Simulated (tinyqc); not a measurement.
Changing the beta: Tersoff bond-order potential. Computed by tinyqc, a small Python program. Command: `OMP_NUM_THREADS=1 python tinyqc.py 3022202 3022203 out.jsonl tersoff sweep`. One thread of a shared host (Intel(R) Xeon(R) Processor @ 2.30GHz), about 0.02 s of CPU time with the checks.

E = (1/2) sum_(i, j != i) [A exp(-lambda r_ij) - b_ij B exp(-mu r_ij)], b_ij = (1 + (beta zeta_ij)^n)^(-1/(2n)), zeta_ij = sum_(k != i, j) g(theta_ijk), g = 1 + c^2/d^2 - c^2/(d^2 + (h - cos theta)^2), with theta at atom i. Only nearest neighbours count (cut-off function 1 for them, 0 beyond).

Inputs (values chosen for the exercise, modelled on carbon):
```
quantity    value        unit
A          1373.4          eV
B          344.43          eV
lambda     3.4879  1/angstrom
mu         2.2119  1/angstrom
n          0.7382           -
c           37770           -
d            4.31           -
h         -0.5865           -
```

Constants: 1 eV/angstrom^3 = 160.2176634 GPa.

Method:
- zeta = 3 g(cos theta = -1/3).
- With z equal bonds of order b, r = ln(lambda A/(mu b B))/(lambda - mu) and E per atom = -(z/2) b B exp(-mu r)(1 - mu/lambda).
- a0 = 4 r/sqrt3; B0 = phi''(r)/(3 a0) with phi'' = mu (lambda - mu) b B exp(-mu r), since b does not change under uniform scaling.
- Second derivatives of the energy per atom, volume V = a0^3/8: e_xx gives C11; e_xx = -e_yy gives 2 (C11 - C12); e_xy = e_yx = s/2 with a sublattice shift u_z gives C44 = (E_ss - E_su^2/E_uu)/V and Kleinman's parameter |E_su/E_uu|/(a0/4).

One run for each value:
```
beta      bond order b  energy per atom of the diamond lattice (eV)  bond length (angstrom)  C44 (GPa)
1.50e-08       0.97510                                      -9.7124                  1.4607     303.31
3.00e-08       0.95930                                      -9.2883                  1.4735     422.73
5.80e-08       0.93581                                      -8.6795                  1.4929     534.53
1.10e-07       0.90169                                      -7.8417                  1.5220     608.77
2.20e-07       0.84811                                      -6.6327                  1.5700     613.94
4.20e-07       0.77976                                      -5.2715                  1.6359     536.51
8.00e-07       0.69419                                      -3.8366                  1.7270     404.23
1.50e-06       0.59811                                      -2.5533                  1.8437     265.29
```

Over the rows, bond order b falls from 0.975 to 0.598 (exponent d ln y / d ln x -0.024 between the first rows and -0.24 between the last); energy per atom of the diamond lattice (eV) rises from -9.71 to -2.55 (exponent d ln y / d ln x -0.064 between the first rows and -0.65 between the last); bond length (angstrom) rises from 1.46 to 1.84 (exponent d ln y / d ln x 0.013 between the first rows and 0.10 between the last). beta scales how strongly neighbours weaken a bond: shear stiffness needs that dependence, but a weak, long bond is soft again.
